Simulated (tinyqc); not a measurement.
Input admittance of a MOSFET at zero drain bias: distributed channel and distributed gate: two steps of the calculation.

Source and drain grounded, strong inversion, w = 2 pi f, Cox = eps0 eox/tox. The channel is an RC line of resistance 1/(mu Cox Vo) per square fed from both ends, so one finger has the intrinsic admittance y = i w Cox L tanh(g)/g per width, g = (1/2) sqrt(i w tau), tau = L^2/(mu Vo). The vertical resistance rv/L is in series with y, the overlaps 2 i w Cov in parallel: y_t = 1/(1/y + rv/L) + 2 i w Cov. The gate strip is a line of Rsh/L per length loaded by y_t, so a finger has Y = y_t Wf tanh(k)/k, k = (Wf/sd) sqrt(y_t Rsh/L); the device has Nf Y.

Parameters, values chosen for the exercise; values of the order met in silicon radio-frequency transistors:
```
symbol,value,unit,meaning
eox,7.49,,relative permittivity of the gate insulator (close to silicon nitride)
tox,6.7,nm,insulator thickness
L,0.17,um,channel length
Wf,1.1,um,finger width
Nf,1,,number of fingers
mu,130,cm^2/(V s),channel mobility
Vo,0.24,V,gate overdrive
Rsh,18,ohm/square,sheet resistance of the gate
rv,0,ohm um^2,vertical resistivity of the gate stack
sd,2,,number of ends at which a finger is contacted
Cov,0.16,fF/um,overlap and fringe capacitance on each side
f,85,GHz,frequency
```

Constants: eps0 = 8.8541878128e-14 F/cm where lengths are in cm. Results are converted to the units shown.

Problem 1. Admittance of the channel and stack per width. tau, g, c = Cox L, y and y_t as defined.

Wanted: tau; g; c; y; y_t.

Solution 1.

tau = 9.263 ps
g = 0.7864+0.7864i
c = 1.683 fF/um
y = 297.2+752.1i uS/um
y_t = 297.2+923.1i uS/um

w tau = 4.95, and Im y is 0.837 of w c.

Problem 2. Input impedance of the device. k and Y as defined; Z = 1/(Nf Y) = R + 1/(i w C); Q = |Im Z|/R; signal at the point farthest from a contact |1/cosh k|.

y_t = 297.15240+923.05088i uS/um

Wanted: k; Nf Y; R; C; Q; signal at the far point.

Solution 2.

k = 0.1424+0.1038i
Nf Y = 0.336+1.009i mS
R = 297.0 ohm
C = 2.098 fF
Q = 3.005
signal at the far point = 0.9952

Numbers from tinyqc (`OMP_NUM_THREADS=1 python tinyqc.py 2262230 2262231 out.jsonl`; about 0.01 s on one thread of a shared Intel Xeon 2.30GHz).
